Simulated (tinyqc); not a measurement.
Cooling rate: nucleation and growth of vacancy voids in a cooling silicon-like crystal. Computed by tinyqc, a small Python program. Command: `OMP_NUM_THREADS=1 python tinyqc.py 3011273 3011274 out.jsonl voids walk`. One thread of a shared host (Intel(R) Xeon(R) Processor @ 2.30GHz), about 0.3 s of CPU time with the checks.

Spherical voids; vacancies are lost only to voids.

Inputs (values chosen for the exercise, close to those used for silicon): vacancy density at the melting point C_m = 4.8e+14 1/cm^3; formation energy E_f = 4 eV; melting point T_m = 1685 K; diffusion prefactor D0 = 0.0015 cm^2/s; migration energy E_m = 0.45 eV; site density rho = 5e+22 1/cm^3; void surface energy gamma = 0.8 J/m^2; cooling rate q = 0.33 K/min; ratio (V/G)/xi_c = 2.36; limit of the excess at high V/G = 1.2e+14 1/cm^3; temperature step = 0.2 K.

Vacancy supply: from V/G.

Constants: k_B = 8.617333262e-05 eV/K; k_B = 1.380649e-23 J/K.

Method:
- C = C_x (u - 1)/(u + 0.2) with u = (V/G)/xi_c, a form chosen for the exercise.
- C_e = C_m exp[-(E_f/k_B)(1/T - 1/T_m)]; D = D0 exp(-E_m/(k_B T)); f = k_B T ln(C/C_e); r* = 2 gamma/(rho f); W* = 16 pi gamma^3/(3 rho^2 f^2); Z = f/sqrt(12 pi W* k_B T); I = rho Z (4 pi r* D C) exp(-W*/(k_B T)).
- March down from 1500 K in steps dT, dt = dT/q, with values at the upper end of each step: a class of I dt voids is born with r*; then all classes grow by r^2 += 2 D (C - C_e) dt/rho; C falls by the vacancies added to voids. Stop at 1150 K. T_n is the T of the largest I, N the final count (classes under 1e-6 /cm^3 are dropped), and the mean radius the number average.

initial excess C = 6.37500e+13 1/cm^3

At fixed C:
```
q (K/min)  T_n (K)  N (1/cm^3)  mean radius (nm)
0.033       1434.6  2.7778e+03            476.62
0.083       1431.8  1.0811e+04            302.90
0.170       1429.4  3.1083e+04            212.96
0.330       1427.2  8.2554e+04            153.74
0.660       1424.6  2.2905e+05            109.37
1.300       1422.2  6.2120e+05             78.40
3.300       1418.4  2.4460e+06             49.62
```

What does the comparison show, and why?

Over the rows N goes as q^1.47 and the radius as q^-0.49, near the 3/2 and -1/2 of the scaling argument (depletion time 1/(4 pi N r D) equal to the time in the nucleation range, at fixed N r^3). T_n drops only 16 K for a factor 100 in q. Fast cooling gives many small voids, which an anneal can dissolve.

Extremes, crossings and ranges named in words are read from the listed rows.
